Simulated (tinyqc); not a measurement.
Trap depth and cross-section from two peaks.

Question. A DLTS peak lies where ew = sn g T^2 exp(-Et/kB T), g = vth Nc/(300 K)^2. Find Et and sn.

Inputs (values chosen for the exercise):
- Nc = 1.04e19 cm^-3 (conduction-band density of states at 300 K)
- vth = 3.4e7 cm/s (thermal velocity at 300 K)

Constants: q = 1.602176634e-19 C, kB = 1.380649e-23 J/K. Results are converted to the units shown.

peak temperatures for ew = 5 and 2000 1/s (K): [139.22250, 190.26662]

Answer. The slope of ln(ew/T^2) against q/kB T is -Et, and the intercept is ln(sn g).

Et = 0.2400 eV
sn = 3.200e-17 cm^2

tinyqc, about 0.01 s, one thread, Intel Xeon 2.30GHz (shared host): `OMP_NUM_THREADS=1 python tinyqc.py 2050081 2050082 out.jsonl`
